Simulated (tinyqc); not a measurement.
Composition against offsets: model-solid line-up of a strained alloy layer on a substrate.

All values of the alloy are linear in x but the gap, Eg(x) = (1 - x) Eg_A + x Eg_B - C x (1 - x), and the valence edge, Ev(x) = (1 - x) Ev_A + x Ev_B + fv C x (1 - x); Ec = Ev + Eg. Ev is the top of the unstrained valence band on a scale common to all materials. In the layer only the Gamma valley of the conduction band is followed, also where an X or L valley would lie lower.

Coherent growth on a (001) face: e_par = (a_s - a)/a, e_perp = -2 (C12/C11) e_par; exx = eyy = e_par, ezz = e_perp, no shear.

Strained edges: Ec + ac tr(e); the valence edges are Ev plus the levels of the 6 x 6 matrix of X, Y, Z times spin with -Dso/3 + l exx + m (eyy + ezz) on the diagonal (cyclic), n exy off it, l = av + 2 b, m = av - b, n = sqrt(3) d. Spin-orbit term (Dso/3) L.sigma on X, Y, Z with (L_k)_ij = -i epsilon_kij: <X+|H|Y+> = -i Dso/3, <X+|H|Z-> = Dso/3, <Y+|H|Z-> = -i Dso/3, <Z+|H|X-> = -Dso/3, <Z+|H|Y-> = i Dso/3, <X-|H|Y-> = i Dso/3, and their conjugates; + and - are the spin along z.

dEc = Ec(substrate) - Ec(layer), dEv = Ev(layer) - Ev(substrate); positive values confine the carrier in the layer. Type I: both of one sign; type II: opposite signs; type III: the gaps do not overlap.

Parameters, chosen for this exercise (A near GaAs, B near GaP, substrate near GaAs; shifted at random, so the results belong to these values and not to a real crystal):
```
symbol  value           unit      meaning
a       (5.661, 5.445)  angstrom  lattice constant of A, B
Eg      (1.506, 2.914)  eV        gap at Gamma to the s-like level of A, B
Dso     (0.338, 0.079)  eV        spin-orbit splitting of A, B
Ev      (-0.8, -1.27)   eV        top of the unstrained valence band of A, B
ac      (-7.26, -8.11)  eV        conduction deformation potential of A, B
av      (1.18, 1.7)     eV        valence hydrostatic potential of A, B
b       (-2.01, -1.62)  eV        tetragonal shear potential of A, B
d       (-4.77, -4.63)  eV        trigonal shear potential of A, B
C11     (121.8, 140.9)  GPa       of A, B
C12     (57, 61.9)      GPa       of A, B
C44     (59.8, 70)      GPa       of A, B
C       0.193           eV        bowing of the gap
fv      0                         share of the bowing taken by the valence edge
a_s     5.661           angstrom  substrate
Eg_s    1.506           eV        lowest gap of the substrate
Ev_s    -0.8            eV        substrate valence edge
face    001                       growth face
```

Each composition is strained to the same substrate.

Results:
```
x,e_par (%),relaxed gap (eV),strained gap (eV),valence splitting (meV),dEc (eV),dEv (eV),type
0.03,0.11,1.543,1.528,9,-0.014,-0.008,I
0.13,0.50,1.667,1.600,40,-0.061,-0.033,I
0.24,0.92,1.809,1.680,75,-0.115,-0.058,I
0.34,1.31,1.941,1.753,109,-0.168,-0.079,I
0.55,2.14,2.233,1.908,182,-0.286,-0.116,I
0.66,2.58,2.392,1.991,221,-0.353,-0.132,I
0.76,2.99,2.541,2.068,256,-0.416,-0.146,I
```

Give the missing row, x = 0.45.

Computed row:
```
x     e_par (%)  relaxed gap (eV)  strained gap (eV)  valence splitting (meV)  dEc (eV)  dEv (eV)  type
0.45       1.75             2.092              1.834                      147    -0.229    -0.099     I
```

The layer stays under tension over this range. The strained gap runs from 1.528 to 2.068 eV, against 1.543 to 2.541 eV for the relaxed alloy: strain takes back part of the change that the composition makes. Strains above 2 % can be kept only in layers of a few nanometres. The line-up is type I throughout, with the layer as the barrier. Offsets below about 50 meV are within the spread of parameter sets, so those rows do not settle the type. Where the alloy is indirect its X or L edge, left out, lies lower and sets the real gap and dEc.

tinyqc: `OMP_NUM_THREADS=1 python tinyqc.py 1051580 1051581 out.jsonl`; about 0.02 s, one thread, shared Intel(R) Xeon(R) Processor @ 2.30GHz.
